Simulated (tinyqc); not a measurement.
Two-dimensional electron gas with Rashba and Dresselhaus coupling, step by step. Values are carried at full precision from step to step, so a last printed digit may differ when a step is redone from the rounded ones.

H = c k^2/m + al (ky sx - kx sy) + b1 (kx sx - ky sy) + gam kx ky (kx sy - ky sx), s the Pauli matrices, x = [100], c = hbar^2/2m0, b1 = gam (pi/L)^2 (hard walls). H = c k^2/m + B.s, so E = c k^2/m -/+ |B| and the lower state has its spin along -B.

Constants: hbar^2/2m0 = 3.80998211 eV angstrom^2; hbar = 6.58211957e-16 eV s.

Parameters, chosen for this exercise (of the size met in GaN; the results hold for these values, not for the real material): m = 0.2293 m0 (mass); al = 0.007 eV angstrom (Rashba constant); gam = 0 eV angstrom^3 (bulk Dresselhaus constant); L = 237 angstrom (width of the (001) well); n = 6 1e11/cm^2 (sheet density (one subband filled)); phi = 45 degrees (angle of k from [100]).

## Scales

b1; mean Fermi wave vector k0 = sqrt(2 pi n) (1e11/cm^2 = 1e-5/angstrom^2); E0 = c k0^2/m; b3 = gam k0^2/4; kR = al m/(2c) and ER = al kR/2, the shift and depth of a pure Rashba band.

b1 = 0 eV angstrom
k0 = 0.01942 1/angstrom
E0 = 6.264 meV
b3 = 0 eV angstrom
kR = 0.0002106 1/angstrom
ER = 0.0007373 meV

There is no Dresselhaus term; kR is 1.1 % of k0.

## Spin-orbit field at one point of the Fermi circle

k = k0 (cos phi, sin phi). Form B, the splitting 2|B| and the direction of the lower spin, atan2(-By, -Bx).

Bx, By (meV): 0.0961  -0.0961

splitting = 0.2718 meV
direction of the lower spin = 135.0 degrees

## The matrix

H = [[E0, Bx - i By], [Bx + i By, E0]] in meV; diagonalise. Precession period h/(2|B|) = 2 pi hbar/(splitting).

H (meV):
```
                  up            down
up            6.2640  0.0961+0.0961i
down  0.0961-0.0961i          6.2640
```

levels (meV): 6.1281  6.3999

period = 15.2 ps

## The two wave vectors at the energy E0 along this direction

Solve c k^2/m -/+ |B(k)| = E0. The spin turns by (k_outer - k_inner) per length, so a half turn takes pi/(difference).

k (1/angstrom): outer 0.019628, inner 0.019207

difference = 0.0004213 1/angstrom
length of a half turn = 745.7 nm

For linear terms alone the difference is (m/c)|B|/k, whatever the energy: every electron along this direction turns alike, the basis of the spin transistor.

## Checks

- Difference of the Fermi wave vectors without Dresselhaus terms against al m/c: both 0.00042129.

Program tinyqc; command `OMP_NUM_THREADS=1 python tinyqc.py 1450030 1450031 out.jsonl`; about 0.01 s on one thread of a shared Intel(R) Xeon(R) Processor @ 2.30GHz.
